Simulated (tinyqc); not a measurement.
# MOS structure on a p-type body, non-linear Poisson equation by Newton steps, step by step

Computed by the program tinyqc: `OMP_NUM_THREADS=1 python tinyqc.py 2080051 2080052 out.jsonl`, one thread of a shared Intel Xeon 2.30GHz, about 0.4 s for the whole run. Printed values are rounded; ~0 in a residual or rate marks an entry under 1e-11 of the largest of its column.

One dimension, insulator interface at x = 0, acceptor density Na, uniform, net doping C = -(acceptor density). psi is counted from the intrinsic level: n = ni exp((psi - Vb)/Vt), p = ni exp(-psi/Vt); deep in the body psi_b = -Vt ln(Na/ni). The gate acts through Cox = eps0 eox/tox and has the potential psi_G = Vg - (phiM - chi - Vt ln(Nc/ni)). Boltzmann statistics, full ionisation, classical densities, no oxide or interface charge.

Parameters, values chosen for the exercise; band and dielectric values close to those of germanium: temperature T = 300 K; band gap Eg = 0.656 eV; relative permittivity eps_r = 16.2; conduction-band density of states at T Nc = 1.04e19 cm^-3; valence-band density of states at T Nv = 5.92e18 cm^-3; electron affinity chi = 4.07 eV; acceptor density deep in the body Na = 9.6e17 cm^-3; relative permittivity of the gate insulator (close to silicon dioxide) eox = 3.9; insulator thickness tox = 7.2 nm; gate work function phiM = 4.65 eV; electron quasi-Fermi potential against the body Vb = 0.8 V; gate voltage against the body Vg = 2.59 V.

Constants: q = 1.602176634e-19 C, kB = 1.380649e-23 J/K, Vt = kB T/q, eps0 = 8.8541878128e-14 F/cm where lengths are in cm. Results are converted to the units shown.

## Scales and end potentials

ni = sqrt(Nc Nv) exp(-Eg/(2 Vt)), Eg in volts; Cox, psi_G and psi_b as defined.

ni = 2.42393e13 cm^-3
Cox = 0.479602 uF/cm^2
psi_G = 2.34528 V
psi_b = -0.273688 V

## Net doping on the mesh

x, node 0 to 13 (nm): 0  0.8  1.88  3.35  5.33  8.02  11.7  16.6  23.2  32.3  44.5  61  83.4  114

C = -(Na), taken at the nodes.

net doping C, node 0 to 13 (cm^-3): -9.6e17  -9.6e17  -9.6e17  -9.6e17  -9.6e17  -9.6e17  -9.6e17  -9.6e17  -9.6e17  -9.6e17  -9.6e17  -9.6e17  -9.6e17  -9.6e17

## Couplings between neighbouring nodes

a_i = eps0 eps_r/h_i for the interval from node i to i + 1, with h_i = x_(i+1) - x_i in cm.

coupling a_i, interval 0 to 12 (F/cm^2): 1.79297e-5  1.32813e-5  9.75768e-6  7.24434e-6  5.33226e-6  3.89777e-6  2.92730e-6  2.17330e-6  1.57624e-6  1.17572e-6  8.69320e-7  6.40348e-7  4.68751e-7

## Starting potential

A straight line in x from psi_G at node 0 to psi_b at the last node.

psi at the start, node 0 to 13 (V): 2.34528  2.32690  2.30209  2.26832  2.22284  2.16104  2.07649  1.96392  1.81230  1.60324  1.32297  0.94390  0.42930  -0.27369

## Iteration 1: densities, residual and Jacobian diagonal

n_i = ni exp((psi_i - Vb)/Vt), p_i = ni exp(-psi_i/Vt), rho_i = p_i - n_i + C_i, g_i = (n_i + p_i)/Vt. Box widths w_i = (h_(i-1) + h_i)/2 in cm. Residual F_i = a_i (psi_(i+1) - psi_i) - a_(i-1) (psi_i - psi_(i-1)) + q rho_i w_i; Jacobian: a_(i-1) and a_i beside the diagonal, b_i = -a_(i-1) - a_i - q g_i w_i on it. Node 0 is free: w_0 = h_0/2, F_0 = a_0 (psi_1 - psi_0) + Cox (psi_G - psi_0) + q rho_0 w_0, b_0 = -a_0 - Cox - q g_0 w_0, with Cox = eps0 eox/tox, psi_G = Vg - (phiM - chi - Vt ln(Nc/ni)). The last node is fixed.

```
node   n (cm^-3)    p (cm^-3)
0     2.20871e39  9.67148e-27
1     1.08490e39  1.96898e-26
2     4.15506e38  5.14107e-26
3     1.12525e38  1.89837e-25
4     1.93685e37  1.10290e-24
5     1.77389e36  1.20422e-23
6     6.74031e34  3.16922e-22
7     8.66144e32  2.46627e-20
8     2.45702e30  8.69407e-18
9     7.55762e26  2.82649e-14
10    1.47896e22   1.44435e-9
11    6.33874e15   0.00336999
12     1.43556e7    1.48802e6
13    2.22516e-5       9.6e17
```

```
node  residual F (C/cm^2)  diagonal b (F/cm^2)
0             -1.41550e13          -5.47539e14
1             -1.63391e13          -6.32024e14
2             -8.48786e12          -3.28325e14
3             -3.10993e12          -1.20297e14
4             -7.24592e11          -2.80285e13
5             -9.05204e10          -3.50149e12
6              -4.63284e9          -1.79206e11
7              -7.97937e7           -3.08656e9
8              -3.09021e5           -1.19535e7
9                      ~0             -4988.28
10                     ~0            -0.131532
11                     ~0          -1.58608e-6
12                     ~0          -1.10910e-6
```

## Iteration 1: Newton step

Solve the tridiagonal system a_(i-1) d_(i-1) + b_i d_i + a_i d_(i+1) = -F_i for nodes 0 to 12, with d = 0 on fixed nodes. Each component d is damped to sign(d) Vt ln(1 + |d|/Vt) before it is added.

Newton step d, before damping, node 0 to 12 (V): -0.025852  -0.025852  -0.025852  -0.025852  -0.025852  -0.025852  -0.025852  -0.025852  -0.025852  -0.025852  -0.025857  -0.459516  -0.632805
psi after iteration 1, node 0 to 13 (V): 2.32736  2.30899  2.28417  2.25040  2.20492  2.14312  2.05858  1.94601  1.79438  1.58532  1.30504  0.86809  0.34560  -0.27369

## Iteration 2: densities, residual and Jacobian diagonal

As before.

```
node   n (cm^-3)    p (cm^-3)
0     1.10435e39  1.93430e-26
1     5.42450e38  3.93797e-26
2     2.07753e38  1.02821e-25
3     5.62627e37  3.79674e-25
4     9.68426e36  2.20580e-24
5     8.86945e35  2.40843e-23
6     3.37015e34  6.33843e-22
7     4.33072e32  4.93255e-20
8     1.22851e30  1.73881e-17
9     3.77881e26  5.65297e-14
10    7.39417e21   2.88896e-9
11    3.37619e14    0.0632711
12     5.63452e5    3.79119e7
13    2.22516e-5       9.6e17
```

```
node  residual F (C/cm^2)  diagonal b (F/cm^2)
0             -7.07749e12          -2.73769e14
1             -8.16954e12          -3.16012e14
2             -4.24393e12          -1.64163e14
3             -1.55496e12          -6.01487e13
4             -3.62296e11          -1.40142e13
5             -4.52602e10          -1.75074e12
6              -2.31642e9          -8.96032e10
7              -3.98968e7           -1.54328e9
8              -1.54511e5           -5.97674e6
9                      ~0             -2494.14
10                     ~0           -0.0657614
11                     ~0          -1.51374e-6
12                     ~0          -1.10910e-6
```

## Iteration 2: Newton step

As before.

Newton step d, before damping, node 0 to 12 (V): -0.025852  -0.025852  -0.025852  -0.025852  -0.025852  -0.025852  -0.025852  -0.025852  -0.025852  -0.025852  -0.025861  -0.425017  -0.572953
psi after iteration 2, node 0 to 13 (V): 2.30944  2.29107  2.26625  2.23248  2.18700  2.12520  2.04066  1.92809  1.77646  1.56740  1.28712  0.79419  0.26435  -0.27369

## Course of the Newton iteration

Stop when the largest undamped |d| is below 1e-9 V, or after 80 iterations.

Course of the iteration:
```
iteration  largest |F| (C/cm^2)  largest |d| (V)  at node
1                       1.63e13            0.633       12
2                       8.17e12            0.573       12
3                       4.08e12            0.500       12
4                       2.04e12            0.430       12
5                       1.02e12            0.364       12
6                       5.11e11            0.302       12
7                       2.55e11            0.244       12
8                       1.28e11            0.189       12
9                       6.38e10            0.129       12
...                         ...              ...      ...
71                      4.84e-8            0.157        2
72                      4.13e-8            0.122        2
73                      3.38e-8           0.0789        2
74                      2.51e-8           0.0429        2
75                      1.71e-8           0.0176        2
76                      7.86e-9          4.20e-3        2
77                      1.08e-9          3.08e-4        2
78                     1.03e-11          1.82e-6        2
79                        < 1e1         6.40e-11        2
```

Converged in 79 iterations. Once the step is below 0.1 Vt, 2 more iteration(s) reach the threshold: near the solution the error is roughly squared each time.

## Converged densities and sheet charges

converged psi, node 0 to 13 (V): 0.873091  0.834054  0.782444  0.714206  0.625957  0.512798  0.370561  0.203710  0.019667  -0.157492  -0.257232  -0.272571  -0.273645  -0.273688

n and p as above; box widths w_i (half boxes at both ends); band bending psi_0 - psi_b; N_inv = sum w n; N_dep = -sum w (p + C); centroid sum w n x/N_inv; gate charge Cox (psi_G - psi_0)/q.

```
node   n (cm^-3)   p (cm^-3)
0     4.09630e14   0.0521483
1     9.04919e13    0.236060
2     1.22912e13     1.73795
3     8.77509e11     24.3433
4     2.88885e10     739.446
5      3.62856e8     58870.5
6      1.47999e6   1.44335e7
7        2329.66   9.16937e9
8        1.88580  1.13276e13
9     0.00199237  1.07216e16
10    4.20542e-5  5.07951e17
11    2.32338e-5  9.19416e17
12    2.22881e-5  9.58427e17
13    2.22516e-5      9.6e17
```

band bending = 1.14678 V
N_inv = 2.66168e7 cm^-2
N_dep = 4.40677e12 cm^-2
centroid of the electrons = 0.386792 nm
gate charge over q = 4.40692e12 cm^-2

N_inv + N_dep is within 0.01 % of the gate charge. A mesh of about 600 nodes or more gives a band bending of 1.150 V and N_inv = 2.500e7 cm^-2; this mesh is 6.5 % above the latter.
